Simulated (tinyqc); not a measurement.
Hydrostatic strain: sp3s* tight binding, strained.

sp3s* tight binding, nearest neighbours only: anion (a) at 0, cation (c) at a/4 (1,1,1), orbitals s, px, py, pz, s* on each; k in units of 2 pi/a. With phases e_j = exp(i (pi/2) k.n_j) for n = (1,1,1), (1,-1,-1), (-1,1,-1), (-1,-1,1): g0 = (e1+e2+e3+e4)/4, g1 = (e1+e2-e3-e4)/4, g2 = (e1-e2+e3-e4)/4, g3 = (e1-e2-e3+e4)/4. The diagonal holds the levels Esa, Epa, Exa (s*) and Esc, Epc, Exc. Anion-cation block: <sa|sc> = Vss g0; <sa|xc> = Vsapc g1; <xa|sc> = -Vscpa g1; <xa|xc> = Vxx g0; <xa|yc> = <ya|xc> = Vxy g3, <xa|zc> = <za|xc> = Vxy g2, <ya|zc> = <za|yc> = Vxy g1; <s*a|xc> = Vxapc g1; <xa|s*c> = -Vpaxc g1; y and z take g2 and g3 in place of g1; s-s* and s*-s* vanish.

Strain e moves each bond vector to d = (1 + e) d0 (no internal displacement for the diagonal strains used here) and k is given in fractions of the strained reciprocal cell, so the phases stay. Two-centre values Vss_sigma = Vss/4, Vsp_sigma = sqrt3 V/4 for each s-p and s*-p pair, Vpp_sigma = (Vxx + 2 Vxy)/4, Vpp_pi = (Vxx - Vxy)/4 are scaled by (d0/d)^eta and combined with the new direction cosines; the levels on the diagonal stay.

Inputs chosen for the exercise (near a published set for InP, fitted to gaps, whose masses and valley positions are rough; not measured data):
- Esa = -8.406 eV (s level of the anion)
- Epa = 0.877 eV (p level of the anion)
- Esc = -1.497 eV (s level of the cation)
- Epc = 4.097 eV (p level of the cation)
- Exa = 8.383 eV (s* level of the anion)
- Exc = 6.987 eV (s* level of the cation)
- Vss = -5.423 eV (s-s)
- Vxx = 1.901 eV (px-px)
- Vxy = 4.186 eV (px-py)
- Vsapc = 2.209 eV (s anion, p cation)
- Vscpa = 5.513 eV (s cation, p anion)
- Vxapc = 3.438 eV (s* anion, p cation)
- Vpaxc = 4.419 eV (p anion, s* cation)
- eta = 2 (scaling exponent)

exx = eyy = ezz = e. Gaps as measured from the top of the valence band; the deformation potentials are (gap(0.01) - gap(-0.01))/0.06.

Gaps (eV):

| e | Gamma | Delta | L | x of the minimum |
|---|---|---|---|---|
| -0.03 | 1.8645 | 2.4792 | 2.0739 | 1.000 |
| -0.01 | 1.6052 | 2.5131 | 1.9783 | 1.000 |
| 0.00 | 1.4825 | 2.5297 | 1.9323 | 1.000 |
| 0.01 | 1.3642 | 2.5459 | 1.8875 | 1.000 |
| 0.02 | 1.2500 | 2.5618 | 1.8439 | 1.000 |
| 0.03 | 1.1399 | 2.5773 | 1.8015 | 1.000 |

Give the missing row, e = -0.02.

Computed row:
```
e       Gamma   Delta       L  x of the minimum
-0.02  1.7325  2.4963  2.0255             1.000
```

gap deformation potentials (eV): Gamma -4.017, Delta 0.545, L -1.512

Per unit of volume strain the gaps move by -4.02 (Gamma), +0.55 (Delta) and -1.51 eV (L). The lowest valley stays Gamma over the range. These potentials follow from the one exponent eta, which fitted models replace by one for each integral; with it the sizes are rough, the sign for Delta can be wrong (in Si, Ge and the III-V crystals measured values are small and positive), and the pressures at which valleys cross, and which valley takes over, are rough too. A gap of zero, where one is listed, marks an s level that has sunk below the valence top.

Program tinyqc; command `OMP_NUM_THREADS=1 python tinyqc.py 1482307 1482308 out.jsonl`; about 0.1 s on one thread of a shared Intel(R) Xeon(R) Processor @ 2.30GHz.
